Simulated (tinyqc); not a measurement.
Silicon n-p-n transistor, Gummel numbers and transit times: one step of the calculation.

One-dimensional n-p-n transistor in the forward active mode at low injection. In the base p(x) = NB exp(-eta x/wb) and ni(x)^2 = ni^2 exp((g0 + g1 x/wb)/Vt); electrons leave the base at vsat; band spikes at the emitter junction and recombination inside the emitter are ignored.

Problem. Gain, Early voltage and collector delay. ni = sqrt(Nc Nv) exp(-Eg/(2 Vt)), Eg in volts; GE = NE exp(-gE/Vt)(we/Dp + 1/Se); JC = J0 exp(VBE/Vt), J0 = q ni^2/GB; gain limited by back injection GE/GB, by base recombination tb/tauB, together 1/beta = the sum of the inverses; collector layer one-sided, Wc = sqrt(2 eps0 eps_r (Vbc + VCB)/(q NC)), Vbc = Vt ln(p(wb) NC/ni^2), Cjc = eps0 eps_r/Wc; Early voltage VA = GB q p(wb)/(f(wb) Cjc [1/Dn - (eta + g1/Vt)/(wb vsat)]), f(wb) = p(wb) exp(-(g0 + g1)/Vt), p(wb) = NB exp(-eta); tauC = Wc/(2 vsat).

Parameters, values chosen for the exercise; band and dielectric values close to those of silicon:
- T = 300 K (temperature)
- Eg = 1.14 eV (band gap)
- eps_r = 11.8 (relative permittivity)
- Nc = 2.82e19 cm^-3 (conduction-band density of states at T)
- Nv = 2.67e19 cm^-3 (valence-band density of states at T)
- vsat = 1.01e7 cm/s (saturation velocity)
- wb = 56 nm (neutral base width)
- NB = 5.2e17 cm^-3 (base doping at the emitter edge)
- eta = 1 (doping falls as exp(-eta x/wb))
- g0 = 0 eV (gap reduction at the emitter edge of the base)
- g1 = 0 eV (further gap reduction across the base (linear))
- Dn = 4.9 cm^2/s (electron diffusion coefficient in the base)
- NE = 6.8e19 cm^-3 (emitter doping)
- gE = 0.098 eV (gap reduction in the emitter (negative: wider gap))
- we = 57 nm (neutral emitter width)
- Dp = 2.1 cm^2/s (hole diffusion coefficient in the emitter)
- Se = 2e6 cm/s (recombination velocity at the emitter contact)
- tb = 1e-6 s (electron lifetime in the base)
- NC = 1.3e16 cm^-3 (collector doping)
- VCB = 0.1 V (collector-base reverse bias)

Constants: q = 1.602176634e-19 C, kB = 1.380649e-23 J/K, Vt = kB T/q, eps0 = 8.8541878128e-14 F/cm where lengths are in cm. Results are converted to the units shown.

GB = 3.9498695e11 s/cm^4
tauB = 2.7035278 ps

Give: ni; GE; J0; GE/GB; tb/tauB; beta; Wc; Cjc; VA; tauC.

Solution.

ni = 7.291e9 cm^-3
GE = 4.935e12 s/cm^4
J0 = 2.156e-11 A/cm^2
GE/GB = 12.49
tb/tauB = 3.699e5
beta = 12.49
Wc = 302.8 nm
Cjc = 0.3451 fF/um^2
VA = 9.838 V
tauC = 1.499 ps

The gain is limited more by back injection into the emitter. beta VA = 123 V.

Range of the model: Heavy doping makes emitter or base degenerate; gE and g0 are to be read as apparent gap changes that include this.

tinyqc, about 0.01 s, one thread, Intel Xeon 2.30GHz (shared host): `OMP_NUM_THREADS=1 python tinyqc.py 2320135 2320136 out.jsonl`
